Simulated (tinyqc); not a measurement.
## Crystallisation kinetics and data retention of a phase-change cell: kissinger analysis

Johnson-Mehl-Avrami-Kolmogorov law X = 1 - exp(-y^n), y = integral of k dt, k = (1/100 s) exp[-(Ec q/kB)(1/T - 1/T1)].

Tp is the temperature of the largest dX/dt on a ramp of rate b (b in K/min in the logarithm).

Inputs (values chosen for the exercise); values of the order of Ge-Sb-Te and related chalcogenides:
- Ec = 1.91 eV (activation energy of crystallisation)
- T1 = 411 K (temperature at which the rate k is 1/(100 s))
- n = 2.5 (Avrami exponent)

Constants: q = 1.602176634e-19 C, kB = 1.380649e-23 J/K. Results are converted to the units shown.

Results:

| b (K/min) | Tp (K) | q/kB Tp (1/eV) | ln(b/Tp^2) | X at the peak |
|---|---|---|---|---|
| 0.5 | 395.54 | 29.338 | -12.654 | 0.62710 |
| 1 | 400.32 | 28.988 | -11.985 | 0.62704 |
| 2 | 405.22 | 28.637 | -11.316 | 0.62698 |
| 5 | 411.88 | 28.174 | -10.432 | 0.62690 |
| 20 | 422.37 | 27.475 | -9.0960 | 0.62677 |
| 50 | 429.60 | 27.012 | -8.2137 | 0.62668 |
| 100 | 435.23 | 26.663 | -7.5466 | 0.62662 |

Estimate the missing row, b = 10 K/min.

Computed row:

| b (K/min) | Tp (K) | q/kB Tp (1/eV) | ln(b/Tp^2) | X at the peak |
|---|---|---|---|---|
| 10 | 417.06 | 27.824 | -9.7639 | 0.62684 |

With this row back in the table: Tp rises from 396 to 435 K. The slope of ln(b/Tp^2) against q/kB Tp between the end rows is -1.909 eV, against Ec = 1.91 eV, and X at the peak stays near 1 - 1/e = 0.632 (0.627 to 0.627).

Range of the model: One Arrhenius rate is assumed; incubation, growth from the boundary and the non-Arrhenius kinetics of the supercooled liquid are left out.

Numbers from tinyqc (`OMP_NUM_THREADS=1 python tinyqc.py 2490114 2490115 out.jsonl`; about 0.02 s on one thread of a shared Intel Xeon 2.30GHz).
